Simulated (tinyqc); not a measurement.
What each parameter does: six-band k.p model of the valence band of a wurtzite crystal.

At k = 0: E1 = D1c + D2c + Te + Le (pure HH); E2, E3 = Le + u +/- sqrt(u^2 + 2 D3c^2), u = (D1c - D2c + Te)/2, D1c = Dcr, D2c = D3c = Dso/3. The weight of LH in state 2 is fL = (E2 - Le)^2/((E2 - Le)^2 + 2 D3c^2). Relative strengths of transitions to the conduction band: for E perpendicular to c (TE) 1/2, fL/2, (1 - fL)/2; for E along c (TM) 0, 1 - fL, fL, with one momentum element for both directions.

Strain of a c-plane layer: exx = eyy = e_par, ezz = -2 (C13/C33) e_par; Le = D1 ezz + D2 (exx + eyy), Te = D3 ezz + D4 (exx + eyy).

Conduction edge: Ec = (top of the unstrained valence band) + Eg + (a1 + D1) ezz + (a2 + D2)(exx + eyy).

Parameters, chosen for this exercise (near those of GaN; the results hold for these values, not for the real material):
```
symbol  value   unit  meaning
Dcr     0.0149  eV    crystal-field splitting
Dso     0.017   eV    spin-orbit splitting
Eg      3.53    eV    direct gap at Gamma from the top of the unstrained valence band
a1      -4.98   eV    gap potential along c
a2      -10.78  eV    gap potential in the plane
D1      -3.52   eV
D2      4.61    eV
D3      8.02    eV
D4      -4.11   eV
C13     102     GPa
C33     392     GPa
e_par   0.0117        exx = eyy of a c-plane layer
```

Splittings at k = 0 under the strain, fL and the lowest transition.

Results for these values:
```
case  E1 - E2 (meV)  E1 - E3 (meV)      fL  lowest transition (eV)
base        -124.91          11.80  0.0034                  3.3282
```

What happens to each result for Dso = 0.0204 eV, all else kept?

Answer: E1 - E2 rises from -124.91 to -123.98; E1 - E3 rises from 11.80 to 14.27; fL rises from 0.0034 to 0.0049; lowest transition rises from 3.3282 to 3.3291.

The same for each parameter in turn:
```
case             E1 - E2 (meV)  E1 - E3 (meV)      fL  lowest transition (eV)
base                   -124.91          11.80  0.0034                  3.3282
D2 = 3.688 eV          -124.91          11.80  0.0034                  3.3282
D1 = -4.224 eV         -124.91          11.80  0.0034                  3.3282
a2 = -8.624 eV         -124.91          11.80  0.0034                  3.3786
a1 = -3.984 eV         -124.91          11.80  0.0034                  3.3221
C13 = 122.4 GPa        -134.65          11.77  0.0030                  3.3343
D3 = 6.416 eV          -115.18          11.84  0.0040                  3.3281
Dso = 0.0204 eV        -123.98          14.27  0.0049                  3.3291
C33 = 470.4 GPa        -116.80          11.83  0.0039                  3.3231
```

D1 and D2 shift all valence edges and the conduction edge alike, so they drop out of splittings and transitions.

Program tinyqc; command `OMP_NUM_THREADS=1 python tinyqc.py 1050549 1050550 out.jsonl`; about 0.01 s on one thread of a shared Intel(R) Xeon(R) Processor @ 2.30GHz.
